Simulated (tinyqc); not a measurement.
Weibull analysis of times to dielectric breakdown, with area scaling: one step of the calculation.

Breakdown times follow F(t) = 1 - exp(-(t/t63)^beta). The 8 times below were drawn at random from beta = 3.2, t63 = 2800 s and are treated as data; all samples failed.

Task. Median ranks and the Weibull scale. F_i = (i - 0.3)/(n + 0.4) for the sorted times, W_i = ln(-ln(1 - F_i)).

t, i 1 to 8 (s): 1010  1050  1150  2290  2420  2490  3350  3470

Wanted: F; W; ln t.

Result.

```
i        F        W    ln t
1  0.08333  -2.4417  6.9177
2  0.20238  -1.4867  6.9565
3  0.32143  -0.9474  7.0475
4  0.44048  -0.5436  7.7363
5  0.55952  -0.1986  7.7915
6  0.67857   0.1266  7.8200
7  0.79762   0.4685  8.1167
8  0.91667   0.9102  8.1519
```

Program tinyqc, `OMP_NUM_THREADS=1 python tinyqc.py 2070173 2070174 out.jsonl`; Intel Xeon 2.30GHz, shared host, one thread, about 0.01 s.
